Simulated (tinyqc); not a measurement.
Thin-film transistor with exponential tail and deep states, accumulation layer: effect of the gate capacitance.

An undoped film in accumulation, thicker than the space-charge layer. With band bending psi the Fermi level lies E0 - psi below the band edge. Free electrons n = n0 exp(psi/Vt) carry the current; electrons in two exponential distributions of traps, a = a0 exp(psi/Va) and d = d0 exp(psi/Vp), do not. Linear regime, ohmic contacts, traps in equilibrium.

Va = kB Tt/q, Vp = kB Td/q; n0 = Nc exp(-E0/Vt), a0 = Nt th(T/Tt) exp(-E0/Va), d0 = Nd th(T/Td) exp(-E0/Vp), th(x) = pi x/sin(pi x). G(psi) = sum over the three kinds of c0 [V (exp(psi/V) - 1) - psi], field F = sqrt(2 q G/(eps0 eps_r)); Vg = psi + eps0 eps_r F/Ci at the surface. Total charge Q = Ci (Vg - psi_s); free charge Qf = q times the integral of n0 (exp(psi/Vt) - 1)/F over psi from 0 to psi_s; I = (W/L) mb Qf Vd; effective mobility mb Qf/Q.

Inputs (values chosen for the exercise); values close to those of an organic semiconductor:
```
symbol,value,unit,meaning
T,290,K,temperature
eps_r,3.2,,relative permittivity of the semiconductor
Nc,8.9e19,cm^-3,density of extended states
mb,3,cm^2/(V s),band mobility
Nt,8.5e19,cm^-3,total density of tail states
Tt,400,K,characteristic temperature of the tail
Nd,3e17,cm^-3,total density of deep states
Td,1390,K,characteristic temperature of the deep states
E0,0.54,eV,bulk Fermi level below the band edge
WL,5,,ratio W/L
Vd,0.1,V,drain voltage
Vg,23,V,gate voltage above flat band
```

Constants: q = 1.602176634e-19 C, kB = 1.380649e-23 J/K, Vt = kB T/q, eps0 = 8.8541878128e-14 F/cm where lengths are in cm. Results are converted to the units shown.

Result of one run:
```
Ci (nF/cm^2),E0 - psi_s (eV),Q (nC/cm^2),free share (%),effective mobility (cm^2/(V s)),I (nA)
15,0.07126,338.0,7.999,0.2400,40.55
```

What becomes of these results when the gate capacitance Ci is changed from 15 to 36 nF/cm^2, all else the same?

Result of the changed run:
```
Ci (nF/cm^2),E0 - psi_s (eV),Q (nC/cm^2),free share (%),effective mobility (cm^2/(V s)),I (nA)
36,0.01373,809.1,14.28,0.4283,173.3
```

The whole series:
```
Ci (nF/cm^2),E0 - psi_s (eV),Q (nC/cm^2),free share (%),effective mobility (cm^2/(V s)),I (nA)
2.4,0.2004,54.38,1.606,0.04818,1.310
3.8,0.1662,85.98,2.605,0.07815,3.359
5.9,0.1349,133.3,3.881,0.1164,7.762
9.3,0.1035,209.8,5.614,0.1684,17.67
15,0.07126,338.0,7.999,0.2400,40.55
23,0.04292,517.6,10.73,0.3218,83.26
36,0.01373,809.1,14.28,0.4283,173.3
```

As Ci goes from 2.4 to 36 nF/cm^2, the free share rises from 1.61 to 14.3 %, the distance of the Fermi level from the edge falls from 0.200 to 0.0137 eV and the current rises from 1.31 to 173 nA. For Ci = 23 to 36 nF/cm^2 the surface Fermi level is within 2 Vt of the band edge, where the exponential forms fail. For Ci = 3.8 to 36 nF/cm^2 the th form, which assumes a Fermi level far below the edge, overcounts the filled tail at the surface by more than 15 %.

Computed by the program tinyqc: `OMP_NUM_THREADS=1 python tinyqc.py 2610039 2610040 out.jsonl`, one thread of a shared Intel Xeon 2.30GHz, about 0.02 s for the whole run.
